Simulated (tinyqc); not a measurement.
# Reverse leakage of an n+-p junction: diffusion, generation, trap-assisted and band-to-band tunnelling: leakage components against the reverse bias

One-sided abrupt junction in the depletion approximation, x from the junction (0) to W on the p side, field F = F0 (1 - x/W). Flat quasi-Fermi levels, long p side. Traps generate through SRH with both lifetimes shortened by 1 + Gamma (Hurkx enhancement, form for moderate fields); band-to-band generation is local and needs a total bending above Eg.

ni = sqrt(Nc Nv) exp(-Eg/(2 Vt)), Eg in volts; Vbi = Vt ln(Na Nd/ni^2); W = sqrt(2 eps0 eps_r (Vbi + VR)/(q Na)); F0 = 2 (Vbi + VR)/W; FG = sqrt(24 mt m0 (kB T)^3)/(q hbar); J_diff = q ni^2 sqrt(Dn/tau)(1 - exp(-VR/Vt))/Na. u = (Vbi + VR)(1 - x/W)^2, p = Na exp(-u/Vt), n = Nd exp((u - Vbi - VR)/Vt); G0 = ni^2 (1 - exp(-VR/Vt))/(tau (n + p + 2 ni cosh(Et/Vt))); Gamma = 2 sqrt(3 pi)(F/FG) exp((F/FG)^2); trap-assisted part G0 Gamma; G_bb = Ab F^2.5 exp(-Bb/F) with F in V/cm, zero unless Vbi + VR > Eg, and counted as zero under 1 cm^-3 s^-1. Currents are q times the integrals over 0 to W; J_bb under 1e-8 of J is printed as 0; rows with F0/FG above 2.2, beyond the range of this Gamma, are left out.

Inputs (values chosen for the exercise); band and dielectric values those of a made-up semiconductor: temperature T = 300 K; band gap Eg = 1.12 eV; relative permittivity eps_r = 11.6; conduction-band density of states at T Nc = 2.86e19 cm^-3; valence-band density of states at T Nv = 3.43e19 cm^-3; acceptor density of the lighter side Na = 5.1e17 cm^-3; donor density of the heavier side Nd = 5e19 cm^-3; SRH lifetime of both carriers at zero field tau = 1e-7 s; trap level above the intrinsic level Et = 0 eV; tunnelling mass mt = 0.26 m0; electron diffusion coefficient on the lighter side Dn = 4.5 cm^2/s; band-to-band prefactor Ab = 7e14 cm^-0.5 V^-2.5 s^-1; band-to-band field constant Bb = 1.82e7 V/cm.

Constants: q = 1.602176634e-19 C, kB = 1.380649e-23 J/K, hbar = 1.054571817e-34 J s, m0 = 9.1093837015e-31 kg, Vt = kB T/q, eps0 = 8.8541878128e-14 F/cm where lengths are in cm. Results are converted to the units shown.

Leakage components against the reverse bias:
```
VR (V)  F0 (kV/cm)  F0/FG  J_diff (A/cm^2)  J_SRH (A/cm^2)  J_TAT (A/cm^2)  J_bb (A/cm^2)  J (A/cm^2)              largest part
0.2            442   1.17         3.16e-13         7.87e-9         7.07e-8       2.23e-15     7.86e-8  trap-assisted tunnelling
0.7            524   1.39         3.16e-13         2.08e-8         3.00e-7       3.09e-12     3.21e-7  trap-assisted tunnelling
1.2            595   1.58         3.16e-13         3.12e-8         7.02e-7       3.42e-10     7.33e-7  trap-assisted tunnelling
1.7            659   1.75         3.16e-13         4.01e-8         1.41e-6        1.02e-8     1.46e-6  trap-assisted tunnelling
2.2            716   1.90         3.16e-13         4.80e-8         2.65e-6        1.37e-7     2.83e-6  trap-assisted tunnelling
2.7            770   2.05         3.16e-13         5.52e-8         4.82e-6        1.09e-6     5.97e-6  trap-assisted tunnelling
3.2            820   2.18         3.16e-13         6.19e-8         8.63e-6        6.08e-6     1.48e-5  trap-assisted tunnelling
```

J rises from 7.86e-8 to 1.48e-5 A/cm^2. Trap-assisted tunnelling leads at VR = 0.2 and in all other rows. The ratio J_TAT/J_SRH goes from 8.99 to 139 as F0/FG goes from 1.17 to 2.18.

Range of the model: The n+ side is degenerate, so Vbi from Boltzmann statistics is only a guide.

Computed by the program tinyqc: `OMP_NUM_THREADS=1 python tinyqc.py 2290110 2290111 out.jsonl`, one thread of a shared Intel Xeon 2.30GHz, about 0.01 s for the whole run.
